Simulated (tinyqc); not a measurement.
Inside a calculation: k.p theory built from an empirical-pseudopotential calculation at Gamma. Values are carried at full precision from step to step, so a last printed digit may differ when a step is redone from the rounded ones.

Empirical pseudopotential on the fcc lattice, atoms at +/- tau, tau = a (1,1,1)/8, no spin-orbit coupling. H(G,G') = c (2 pi/a)^2 |k + G|^2 delta + VS(q) cos(q.tau) + i VA(q) sin(q.tau), q = G - G', c = hbar^2/2m0; k and G in units of 2 pi/a; VS at |q|^2 = 3, 8, 11 and VA at 3, 4, 11, in rydberg, zero elsewhere. The basis is fixed: all 113 G with |G|^2 up to Gcut. Energies are counted from the fourth level at Gamma.

Constants: hbar^2/2m0 = 3.80998211 eV angstrom^2; Ry = 13.60569312 eV.

Parameters, chosen for this exercise (near those of GaAs; shifted at random, so the results belong to these values and not to a real crystal): a = 5.624 angstrom (lattice constant); VS = (-0.234, 0.011, 0.06) Ry (symmetric form factors); VA = (0.071, 0.049, 0.01) Ry (antisymmetric form factors); Gcut = 20 (2 pi/a)^2 (largest |G|^2 of the fixed basis).

## Levels at Gamma

Diagonalise H at k = 0 and group equal levels.

Multiplets at Gamma:

| multiplet | degeneracy | E (eV) |
|---|---|---|
| 1 | 1 | -12.3176 |
| 2 | 3 | 0.0000 |
| 3 | 1 | 1.4508 |
| 4 | 3 | 4.4650 |
| 5 | 1 | 8.1364 |
| 6 | 2 | 8.7518 |
| 7 | 3 | 12.9164 |
| 8 | 1 | 14.5026 |
| 9 | 3 | 27.0150 |

The lowest empty multiplet is a singlet at 1.451 eV; the lowest empty singlet (s-like) is multiplet 3.

## Mass of the s-like conduction level (multiplet 3)

For a multiplet A of d_A states, W(B) = (4 c/(3 d_A)) sum over n in A, m in B and i = x, y, z of |<n|G_i|m>|^2 (G in 1/angstrom, <n|G_i|m> = sum_G c_n(G)* G_i c_m(G)); the mean inverse mass of A is 1 + sum_B W(B)/(E_A - E_B). Multiplets with W = 0 are left out.

List the couplings (the first eight at most); W to the valence triplet is the Kane energy Ep.

Couplings:

| multiplet B | degeneracy | E_B (eV) | W (eV) | W/(E_A - E_B) |
|---|---|---|---|---|
| 2 | 3 | 0.0000 | 18.4565 | 12.7213 |
| 4 | 3 | 4.4650 | 0.0123 | -0.0041 |
| 7 | 3 | 12.9164 | 0.2316 | -0.0202 |
| 10 | 3 | 27.6156 | 0.3768 | -0.0144 |
| 12 | 3 | 28.3019 | 0.2231 | -0.0083 |
| 15 | 3 | 41.5176 | 0.0203 | -0.0005 |
| 16 | 3 | 42.2540 | 0.0001 | 0.0000 |
| 19 | 3 | 43.0348 | 0.0102 | -0.0002 |

sum over the higher multiplets = -0.0018
1/m = 13.6718

Ep = 18.46 eV. The valence triplet gives 12.72, all other levels together -0.05; m = 0.0731, against 0.0729 for two levels alone.

## Valence parameters

Fold all other levels onto the valence triplet: D(u) = c + 4 c^2 sum_m <n|u.G|m><m|u.G|n'>/(0 - E_m), in units of c. Along [100] its eigenvalues are L (once) and M (twice); along [111] (L + 2M + 2N)/3 (once) and (L + 2M - N)/3 (twice). Then g1 = -(L + 2M)/3, g2 = -(L - M)/6, g3 = -N/6.

eigenvalues along [100]: -13.217  -2.214  -2.214

eigenvalues along [111]: -15.791  -0.927  -0.927

L, M, N: -13.217  -2.214  -14.865

g1, g2, g3: 5.882  1.834  2.477

With spin-orbit coupling added at fixed g1, g2, g3 and large against the hole energy these give heavy and light masses along [100] of 0.452 and 0.105. The s-like level alone adds Ep/(3E) = 4.24 to g1. Local form factors fix Ep and the gap only roughly, so these values can lie far from measured ones.

## Checks

- 1/m of the s-like level from the sum against the curvature of the band: both 13.67.
- L and M against the curvatures along [100]: largest relative difference 1.8e-06.

Program tinyqc; command `OMP_NUM_THREADS=1 python tinyqc.py 1050633 1050634 out.jsonl`; about 0.6 s on one thread of a shared Intel(R) Xeon(R) Processor @ 2.30GHz.
